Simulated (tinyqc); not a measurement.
Worked calculation: inverse iteration on a symmetric matrix. One step of it, computed by the program tinyqc.

Question. Step 1. solve (A - shift) w = v; v' = w/|w| with its largest component positive (the first on a tie); lambda = v'^T A v'.

A, lower triangle:
```
           1          2         3          4         5
1   1.540000
2   0.692000   1.872000
3   0.444000   0.341000  2.462000
4  -0.362000  -0.531000  0.870000   3.693000
5  -0.358000  -0.567000  0.209000  -0.065000  3.923000
```

vector v at the start: 0.447214  0.447214  0.447214  0.447214  0.447214

shift = 0.450000

Give: vector after step 1; Rayleigh quotient after step 1.

Answer.

vector after step 1: 0.629  0.534  -0.082  0.414  0.376

Rayleigh quotient after step 1 = 1.823
